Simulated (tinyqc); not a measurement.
Screening length from the swing.

Inverse problem. In a simple model of a Schottky-barrier transistor a barrier thinner than d = 3 nm is transparent, so the effective barrier is pn - psi (1 - exp(-d/lam)) and the swing beyond flat band is Vt ln 10/(1 - exp(-d/lam)). Find the thermionic swing, lam, and the effective barrier at psi = 0.2 V.

Parameters, values chosen for the exercise:
- T = 250 K (temperature)
- pn = 0.86 eV (barrier for electrons at both contacts)

Constants: q = 1.602176634e-19 C, kB = 1.380649e-23 J/K, Vt = kB T/q. Results are converted to the units shown.

swing in the tunnelling range = 68.078391 mV/decade

Answer. The ratio of the two swings is 1 - exp(-d/lam).

Vt ln 10 = 49.6 mV/decade
lam = 2.30 nm
effective barrier = 0.714 eV

Numbers from tinyqc (`OMP_NUM_THREADS=1 python tinyqc.py 2390034 2390035 out.jsonl`; about 0.5 s on one thread of a shared Intel Xeon 2.30GHz).
